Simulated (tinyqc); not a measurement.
# Resistance of a source-drain extension with a graded tip, step by step

Program tinyqc, `OMP_NUM_THREADS=1 python tinyqc.py 2282001 2282002 out.jsonl`; Intel Xeon 2.30GHz, shared host, one thread, about 0.03 s. Printed values are rounded.

y runs along the channel, the gate covers y > 0. The doping is N0 for y < y0 and N0 10^(-(y - y0)/la) beyond, uniform over the depth xj. Sheet conductance s(y) = q mu(N) max(N - Nch, 0) xj + (for y > 0) ma Cox Vo, with mu(N) = u0 + (u1 - u0)/(1 + (N/Nr)^au) and Cox = eps0 eox/tox. Current is taken as one-dimensional; depletion of the tip, spreading and the contact are left out. The metallurgical junction lies at yj, where N = Nch.

Values chosen for this exercise; mobility law close to that of holes in silicon:
- eox = 3.9 (relative permittivity of the gate insulator (close to silicon dioxide))
- tox = 1.5 nm (insulator thickness)
- N0 = 7e19 cm^-3 (active doping of the extension far from the gate)
- la = 5.8 nm/decade (lateral abruptness)
- y0 = -0.4 nm (position under the gate where the fall begins (gate edge at 0))
- xj = 14 nm (depth of the extension)
- Nch = 1.1e18 cm^-3 (channel doping)
- Vo = 0.62 V (gate overdrive)
- ma = 72 cm^2/(V s) (mobility of the gate-induced layer)
- u1 = 470.5 cm^2/(V s) (mobility at low doping)
- u0 = 44.9 cm^2/(V s) (mobility at high doping)
- Nr = 2.23e17 cm^-3 (reference doping)
- au = 0.719 (exponent)
- Lg = 40 nm (gate length)

Constants: q = 1.602176634e-19 C, eps0 = 8.8541878128e-14 F/cm where lengths are in cm. Results are converted to the units shown.

## Sheet resistances and junction position

yj = y0 + la log10(N0/Nch); sheet resistance of the full extension 1/[q mu(N0)(N0 - Nch) xj] and of the gate-induced layer 1/(ma Cox Vo); metallurgical length Lg - 2 yj; ye is where the doped and the gate-induced conductances are equal.

yj = 10.06149 nm
sheet resistance of the extension = 1253.675 ohm/square
sheet resistance of the induced layer = 9730.916 ohm/square
metallurgical length = 19.87702 nm
ye = 5.406951 nm
N at ye = 6.980711e18 cm^-3

The gate takes over 4.65 nm before the junction, where N is still 6.35 times the channel doping.

## Resistance of the overlapped part

Midpoint rule on 9 equal steps from 0 to yj: R_ov = sum h/s(y), per width.

| point | y (nm) | N (cm^-3) | doped conductance (uS) | sheet resistance (ohm/square) |
|---|---|---|---|---|
| 0 | 0.5589717 | 4.783636e19 | 562.7663 | 1502.558 |
| 1 | 1.676915 | 3.069087e19 | 377.6078 | 2081.715 |
| 2 | 2.794859 | 1.969066e19 | 255.3097 | 2792.712 |
| 3 | 3.912802 | 1.263314e19 | 173.4368 | 3620.538 |
| 4 | 5.030746 | 8.105179e18 | 117.5053 | 4539.872 |
| 5 | 6.148689 | 5.200124e18 | 78.13392 | 5527.941 |
| 6 | 7.266632 | 3.336298e18 | 49.22439 | 6579.396 |
| 7 | 8.384576 | 2.140504e18 | 26.80563 | 7717.784 |
| 8 | 9.502519 | 1.373305e18 | 8.309602 | 9002.938 |

R_ov = 48.480 ohm um

The exact integral is 48.530 ohm um; the coarse sum is 0.10 % below it.
